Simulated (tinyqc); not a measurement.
From results back to parameters: Wannier-Stark ladder of a miniband. Two cases, with inputs chosen for the exercise.

Problem. The lines of a Wannier-Stark ladder are spaced by e F d, and the strengths of the lines j = 1 and j = 0 stand as J_1(x)^2/J_0(x)^2 with x = W/(2 e F d) below the first zero of J_0, 2.405; 1 kV/cm = 0.01 meV/angstrom. Both were computed from hidden F and W.

Case 1.

Values chosen (out of a larger set: near those of a GaAs/AlGaAs superlattice; not measured data): d = 59 angstrom (period).

spacing = 27.730 meV
ratio = 0.207037

Case 2.

Values chosen (out of a larger set: near those of a GaAs/AlGaAs superlattice; not measured data): d = 79 angstrom (period).

spacing = 11.060 meV
ratio = 3.01189

Find: F; x; W.

Solution. J_1/J_0 rises steadily from 0 to infinity on that interval, so the ratio fixes x, and W = 2 x e F d.

Case 1.

F = 47.0 kV/cm
x = 0.829
W = 46.0 meV

Case 2.

F = 14.0 kV/cm
x = 1.808
W = 40.0 meV

Computed by tinyqc, one run a case: `OMP_NUM_THREADS=1 python tinyqc.py N N+1 out.jsonl` with N = 1252323, 1252359; one thread of a shared Intel(R) Xeon(R) Processor @ 2.30GHz, about 0.01 s a run at most.
